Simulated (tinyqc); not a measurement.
Interface roughness in a thin film (subband fluctuation and scattering): sweeps and comparisons. A value that a table varies takes the place of the one given here.

Square well of width t, barriers V0, c = hbar^2/2m0: E1 solves k t + 2 atan[(k/mz)/(kappa/mb)] = pi, k = sqrt(mz E/c), kappa = sqrt(mb (V0 - E)/c). One interface is rough, so the subband edge fluctuates by G dt with G = |dE1/dt| (central difference of 0.01 angstrom; 2 E1/t for hard walls).

Gaussian roughness spectrum S(q) = pi D^2 Lc^2 exp(-q^2 Lc^2/4). Degenerate gas, taken to fill one subband (the second starts to fill once c kF^2/md exceeds E2 - E1, which is not tested here): kF = sqrt(2 pi Ns/gv), q = 2 kF sin(theta/2), 1/tau = (md/(2 pi c hbar)) G^2 times the integral from 0 to pi of S(q)(1 - cos theta)/eps(q)^2 dtheta, eps(q) = 1 + qs/q with screening (qs = gv md q0/(c eps), q0 = e^2/(4 pi eps0), form factors left out, which overstates the screening; other scattering is left out too, so these values lie far above measured mobilities in all but the thinnest films) or 1 without; mobility = tau c2/md with c2 = e/m0 = 1.75882e15 cm^2/(V s^2); 1e12/cm^2 = 1e-4/angstrom^2.

Constants: hbar^2/2m0 = 3.80998211 eV angstrom^2; hbar = 6.58211957e-16 eV s; e^2/(4 pi eps0) = 14.39964547 eV angstrom.

Inputs chosen for the exercise (near those of a thin Si channel on (100), two-fold valleys; not measured data):
- mz = 0.924 m0 (confinement mass)
- V0 = 3.16 eV (barrier)
- mb = 0.48 m0 (barrier mass)
- md = 0.19 m0 (mass in the plane)
- gv = 2 (valleys)
- D = 1.6 angstrom (rms height of the roughness)
- Lc = 16 angstrom (correlation length)
- Ns = 2.9 x 1e12/cm^2 (sheet density)
- eps = 8 (mean dielectric constant at the channel)
- ts = (15, 20, 24, 28, 35, 45, 59) angstrom (thicknesses)
- t = 28 angstrom (film thickness)
- Ll = (5, 10, 16, 25, 40, 65, 100) angstrom (correlation lengths)

## The sixth-power law

Screened mobility against thickness for the finite barrier and for hard walls.

Results:

| t (angstrom) | E1 (meV) | G (meV/angstrom) | mobility (cm^2/(V s)) | the same, hard walls |
|---|---|---|---|---|
| 15 | 146.4 | 17.508 | 9.37e+03 | 4.94e+03 |
| 20 | 86.7 | 7.996 | 4.49e+04 | 2.78e+04 |
| 24 | 61.8 | 4.815 | 1.24e+05 | 8.29e+04 |
| 28 | 46.3 | 3.119 | 2.95e+05 | 2.09e+05 |
| 35 | 30.3 | 1.653 | 1.05e+06 | 7.97e+05 |
| 45 | 18.7 | 0.802 | 4.47e+06 | 3.60e+06 |
| 59 | 11.1 | 0.365 | 2.16e+07 | 1.83e+07 |

With hard walls G goes as 1/t^3 and the mobility as t^6. With the finite barrier the local exponent is 5.45 at the thin end and 5.81 at the thick end, since the envelope leaks out and softens the dependence. The least value is 9.37e+03 cm^2/(V s). The gate field, which also presses carriers to the interface, is left out. Below about 20 angstrom the effective-mass picture is itself doubtful. Up to t = 20 angstrom G D exceeds half of EF - E1, where the Born rate fails.

## Correlation length

Fixed D; bare and screened mobility.

Results:

| Lc (angstrom) | kF Lc | bare mobility (cm^2/(V s)) | screened mobility (cm^2/(V s)) |
|---|---|---|---|
| 5 | 0.15 | 1.27e+05 | 2.55e+06 |
| 10 | 0.30 | 3.34e+04 | 6.73e+05 |
| 16 | 0.48 | 1.45e+04 | 2.95e+05 |
| 25 | 0.75 | 7.58e+03 | 1.59e+05 |
| 40 | 1.21 | 5.41e+03 | 1.23e+05 |
| 65 | 1.96 | 7.43e+03 | 2.37e+05 |
| 100 | 3.02 | 1.37e+04 | 9.25e+05 |

The bare mobility is lowest at Lc = 40 angstrom of those listed (kF Lc = 1.21). The screened mobility is lowest at Lc = 40 angstrom of those listed (kF Lc = 1.21). Short roughness averages out (mobility as 1/Lc^2; the first two rows give exponent -1.93), and long roughness deflects only by small angles (bare mobility rising as Lc; the last two rows give 1.42).

## What each parameter does

G, G D, and the screened mobility. Each row changes one parameter from the base and keeps the others.

Results:

| case | G (meV/angstrom) | G D (meV) | mobility (cm^2/(V s)) |
|---|---|---|---|
| base | 3.119 | 4.99 | 2.952e+05 |
| t = 34 angstrom | 1.796 | 2.87 | 8.911e+05 |
| D = 2.08 angstrom | 3.119 | 6.49 | 1.747e+05 |
| Lc = 24 angstrom | 3.119 | 4.99 | 1.660e+05 |
| Ns = 4.64 x 1e12/cm^2 | 3.119 | 4.99 | 2.324e+05 |
| mz = 1.063 m0 | 2.772 | 4.44 | 3.738e+05 |
| md = 0.218 m0 | 3.119 | 4.99 | 2.780e+05 |
| V0 = 2.21 eV | 3.017 | 4.83 | 3.156e+05 |
| eps = 9.6 | 3.119 | 4.99 | 2.243e+05 |

The largest shifts from the base row, up to three for each result and ties (the steps differ in size, so this ranks the rows, not the parameters). G (meV/angstrom): t -1.324, mz -0.347, V0 -0.102; unchanged at the printed digits by D, Lc, Ns, md and eps. G D (meV): t -2.12, D +1.50, mz -0.56; unchanged at the printed digits by Lc, Ns, md and eps. mobility (cm^2/(V s)): t +5.96e+05, Lc -1.29e+05, D -1.21e+05. In the base case G D is 0.27 times EF - E1 = 18.3 meV.

Program tinyqc; command `OMP_NUM_THREADS=1 python tinyqc.py 1250743 1250744 out.jsonl`; about 0.01 s on one thread of a shared Intel(R) Xeon(R) Processor @ 2.30GHz.
